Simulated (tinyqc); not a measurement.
## Pelgrom slope, floor and doping from two device sizes

Question. s^2 = A^2/(L W) + s0^2, with s0 independent of size and A = (q/Cox) sqrt(Na Wd/3) from random dopants alone, Cox = 3.9 eps0/ti. Find A, s0 and Na.

Parameters, values chosen for the exercise: oxide-equivalent thickness in inversion ti = 2.1 nm.

Constants: q = 1.602176634e-19 C, eps0 = 8.8541878128e-14 F/cm where lengths are in cm. Results are converted to the units shown.

s for gate areas 0.037 and 0.33 um^2 (mV): 7.44683294  3.91274796
Wd = 20.3330508 nm

Answer. s^2 is linear in 1/area: slope A^2, intercept s0^2.

A = 1.293 mV um
s0 = 3.200 mV
Na = 2.600e18 cm^-3

Program tinyqc, `OMP_NUM_THREADS=1 python tinyqc.py 2090132 2090133 out.jsonl`; Intel Xeon 2.30GHz, shared host, one thread, about 0.01 s.
